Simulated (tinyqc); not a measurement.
Slater-Koster d bands of an fcc metal: sweeps and comparisons. A value that a table varies takes the place of the one given here.

Slater-Koster d bands. For a bond with direction cosines (l, m, n) the 5 x 5 block is dds Ps + ddp Pp + ddd (1 - Ps - Pp), the projectors on sigma, pi and delta states about the bond; for instance <xy|xy> = 3 l^2 m^2 dds + (l^2 + m^2 - 4 l^2 m^2) ddp + (n^2 + l^2 m^2) ddd, <xy|yz> = 3 l m^2 n dds + l n (1 - 4 m^2) ddp + l n (m^2 - 1) ddd and <3z2-r2|3z2-r2> = (n^2 - (l^2 + m^2)/2)^2 dds + 3 n^2 (l^2 + m^2) ddp + (3/4)(l^2 + m^2)^2 ddd. H(k) sums the blocks times cos(k.R) over the neighbours; the d level is the zero of energy; k in 2 pi/a.

Neighbours: twelve at (a/2)(1,1,0) and equivalents.

Mesh: k = f1 b1 + f2 b2 + f3 b3 with fractions (j + 1/2)/N, j = 0 to N - 1, and b = (-1,1,1), (1,-1,1), (1,1,-1) for fcc, (0,1,1), (1,0,1), (1,1,0) for bcc, unit vectors for simple cubic. The lowest Nd/10 of all levels are filled with two electrons each; the bond energy is their sum per atom.

Inputs chosen for the exercise (of the size met in Cu; shifted at random, so the results belong to these values and not to a real crystal): dds = -0.325 eV (dd sigma); ddp = 0.185 eV (dd pi); ddd = -0.013 eV (dd delta); N = 10 (mesh); f2 = 0.487 (factor for second neighbours in bcc).

## Band filling: full bands against the rectangular model

W = sqrt(12 mu2) with mu2 the mean square level on the mesh; rectangular model: Fermi level W (Nd/10 - 1/2), bond energy -W Nd (10 - Nd)/20. The Fermi level of the mesh is the highest filled level.

Per atom (eV):
```
Nd,"EF, bands","bond energy, bands","EF, rectangle","bond energy, rectangle"
1,-0.839,-1.092,-0.896,-1.009
2,-0.654,-1.835,-0.672,-1.793
3,-0.476,-2.386,-0.448,-2.353
4,-0.215,-2.741,-0.224,-2.689
5,0.023,-2.831,0.000,-2.802
6,0.312,-2.658,0.224,-2.689
7,0.477,-2.255,0.448,-2.353
8,0.693,-1.665,0.672,-1.793
9,0.841,-0.898,0.896,-1.009
```

W = 2.241 eV
full width on the mesh = 2.612 eV

The bond energy is deepest at Nd = 5 (-2.831 eV); the rectangle has its minimum at 5. The two differ most at Nd = 8, by 0.128 eV or 5 % of the deepest value: the second moment fixes the parabola, and higher moments the rest. At Nd = 3 and 7 the bands give -2.386 and -2.255 eV, a skew towards less than half filling.

## Which lattice a d-band metal prefers

fcc has twelve neighbours, bcc eight and six (the six times f2), simple cubic six. The integrals of bcc and sc are scaled so that all three have the second moment of fcc, which stands for equal repulsion (structural energy difference theorem). s and p electrons are left out.

Bond energy per atom:
```
Nd,fcc (eV),bcc - fcc (meV),sc - fcc (meV)
1,-1.092,63,10
2,-1.835,8,-1
3,-2.386,-61,63
4,-2.741,-121,144
5,-2.831,7,178
6,-2.658,125,61
7,-2.255,127,-67
8,-1.665,40,-171
9,-0.898,-64,-184
```

scale factors: bcc 1.1285, sc 1.4142

mu3/mu2^1.5: fcc -0.220, bcc -0.206, sc 0.000

mu4/mu2^2: fcc 1.890, bcc 1.768, sc 2.229

largest change of a difference when N is raised to 14 = 9 meV

fcc is lowest for Nd = 1, 5 and 6. bcc is lowest for Nd = 3 and 4. sc is lowest for Nd = 2, 7, 8 and 9. bcc gains most on fcc at Nd = 4 (-121 meV). A small fourth moment marks a two-peaked band, which tends to favour fillings near one half; bcc has -6 % against fcc, and at Nd = 5 it lies +7 meV from fcc, which the fourth moment alone does not explain (differences of a few tens of meV are within the error of the mesh; hcp is left out, and this d-only model can miss the lattice of the real metal). The third moments, from three-membered rings, skew the bands. That simple cubic wins anywhere comes from keeping d bands and equal second moments alone; no transition metal takes it. Differences below about 9 meV are within the error of this mesh, and the s and p electrons left out weigh most where the d band is nearly empty or full.

## What each integral does

Levels at Gamma, E(t2g) = 3 dds + 4 ddp + 5 ddd, E(eg) = 1.5 dds + 6 ddp + 4.5 ddd, and W = sqrt(12 mu2), the width of a rectangular band with the same second moment mu2 = z (dds^2 + 2 ddp^2 + 2 ddd^2)/5, z = 12. Each row changes one parameter from the base and keeps the others.

Results:
```
case,t2g (eV),eg (eV),W (eV)
base,-0.3000,0.5640,2.2412
dds = -0.2762 eV,-0.1536,0.6372,2.0441
ddp = 0.2127 eV,-0.1892,0.7302,2.3786
ddd = -0.0149 eV,-0.3095,0.5554,2.2419
```

The largest shifts from the base row, up to three for each result and ties (the steps differ in size, so this ranks the rows, not the parameters). t2g (eV): dds +0.1464, ddp +0.1108, ddd -0.0095. eg (eV): ddp +0.1662, dds +0.0732, ddd -0.0086. W (eV): dds -0.1972, ddp +0.1374, ddd +0.0007. The ratio of the shifts of t2g and eg names the integral: 3 : 1.5 for dds, 4 : 6 for ddp, 5 : 4.5 for ddd.

Run: tinyqc, `OMP_NUM_THREADS=1 python tinyqc.py 1482133 1482134 out.jsonl`; Intel(R) Xeon(R) Processor @ 2.30GHz, one thread, shared host; about 0.03 s of CPU time with all checks.
